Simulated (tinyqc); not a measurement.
Inside a calculation. Method: UHF in the 6-31g basis, for H4+, spin multiplicity 2. One step of it, computed by the program tinyqc.

Problem. Iteration 2: DIIS coefficients. Solve [B -1; -1 0][c; lambda] = [0; -1] for the coefficients, which sum to one.

B (overlaps of the stored error matrices):
```
               1              2
1  2.8499689e-01  1.6088574e-02
2  1.6088574e-02  9.6644069e-03
```

Give: DIIS coefficients.

Solution.

DIIS coefficients: -0.0245  1.0245
